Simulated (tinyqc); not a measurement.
Worked calculation: minority-electron transport through the base of a bipolar transistor (Moll-Ross and Kroemer integrals). Computed by tinyqc, a small Python program that keeps every step. Command: `OMP_NUM_THREADS=1 python tinyqc.py 3016978 3016979 out.jsonl base walk`. One thread of a shared host (Intel(R) Xeon(R) Processor @ 2.30GHz), about 0.01 s of CPU time with the checks. Intermediate numbers are printed to about 5 digits and carried at full precision; extremes and crossings named in words are read from the listed rows.

Low injection, one dimension, x from the emitter edge (0) to the collector edge (W), s = x/W. Recombination is treated as a small correction (valid for tau_B well below tau_n), computed from the stored charge.

Inputs (values chosen for the exercise, modelled on InP): intrinsic density n_i at the emitter edge = 1.3e+07 1/cm^3; base doping at the emitter edge N_0 = 5.6e+17 1/cm^3; base width W = 230 nm; mu_min = 630 cm^2/(V s); mu_max = 4430 cm^2/(V s); N_ref = 1.2e+17 1/cm^3; saturation velocity v_s = 1 1e7 cm/s; electron lifetime tau_n = 26 ns; emitter Gummel number G_E = 1.1e+14 s/cm^4; base-emitter voltage V_BE = 0.77 V; temperature T = 300 K; gap narrowing across the base dE_g = 170 meV.

Base doping profile: uniform. Gap grading: linear. Exit of the base: saturation velocity.

Constants: k_B = 8.617333262e-05 eV/K; e = 1.602176634e-19 C.

## Profile and built-in field

N(x) = N_0; n_i(x)^2 = n_i^2 exp(s dE_g/k_B T); D(x) = (k_B T/e) mu, mu = mu_min + (mu_max - mu_min)/(1 + (N/N_ref)^0.7). Field that drives electrons towards the collector, averaged over the base: (k_B T/e) ln[N_0 n_i(W)^2/(N(W) n_i^2)]/W.

Across the base:
```
s    N (1/cm^3)  n_i(x)^2/n_i^2  D (cm^2/s)  y (s/cm^5)
0.0    5.60e+17      1.0000e+00      41.222  1.3585e+16
0.2    5.60e+17      3.7254e+00      41.222  3.6466e+15
0.4    5.60e+17      1.3879e+01      41.222  9.7883e+14
0.6    5.60e+17      5.1704e+01      41.222  2.6275e+14
0.8    5.60e+17      1.9262e+02      41.222  7.0528e+13
1.0    5.60e+17      7.1759e+02      41.222  1.8931e+13
```

drift factor eta (potential drop in k_B T/e) = 6.5759

mean built-in field = 7.3913 kV/cm

## Collector current and transit time

With y(x) = N n_i^2/(D n_i(x)^2): base Gummel number G_B = int_0^W y dx + N(W) n_i^2/(v_s n_i(W)^2); J_C = e n_i^2 exp(e V_BE/k_B T)/G_B; n(x) = (J_C/e)(n_i(x)^2/(N n_i^2)) [int_x^W y dx + the same exit term]; transit time tau_B = (e/J_C) int n dx; trapezoid rule on 401 even points.

base Gummel number G_B = 4.7528e+10 s/cm^4

collector current density J_C = 0.0049100 A/cm^2

base transit time tau_B = 2.0045 ps

share of the exit term in G_B = 0.16420 %

mean velocity W/tau_B = 1.1474 1e7 cm/s

Plain diffusion with the D of the emitter edge would take W^2/(2D) = 6.42 ps, 3.20 times the result. Caution: the mean velocity exceeds v_s, so drift-diffusion with a low-field mobility overstates the speed.

## Gain and speed

Emitter-limited gain beta_E = G_E/G_B; recombination-limited gain beta_R = tau_n/tau_B; 1/beta = 1/beta_E + 1/beta_R; f_T from the base alone = 1/(2 pi tau_B).

beta_E = 2314.4

beta_R = 12971

current gain beta = 1964.0

f_T from the base alone = 79.400 GHz

The gain is limited mainly by hole injection into the emitter (85 % of the base current).

## What grading buys

The formulas are those given above.

The same base with other gradings:
```
dE_g (meV)  dE_g/k_B T  G_B (s/cm^4)  J_C gain  tau_B (ps)  speed gain
0                0.000    3.6845e+11     1.000      8.7165      1.0000
25               0.967    2.2155e+11     1.663      6.2392      1.3970
50               1.934    1.4629e+11     2.519      4.7177      1.8476
75               2.901    1.0486e+11     3.514      3.7317      2.3358
100              3.868    8.0259e+10     4.591      3.0600      2.8485
150              5.802    5.3858e+10     6.841      2.2269      3.9141
200              7.736    4.0396e+10     9.121      1.7417      5.0046
300             11.605    2.6927e+10    13.683      1.2088      7.2106
```

At 100 meV J_C rises by a factor 4.59 and the transit is 2.85 times faster; at 300 meV the factors are 13.68 and 7.21. For a uniform base without exit term both tend to be linear in dE_g/k_B T, J_C as x/(1 - exp(-x)) and the speed as x/2. From 150 meV on the mean velocity W/tau_B exceeds v_s, so those speed gains are overstated.

Checks made by the program: transit time against W^2/(D eta) [1 - (1 - exp(-eta))/eta] plus the exit term (relative difference 2e-05).
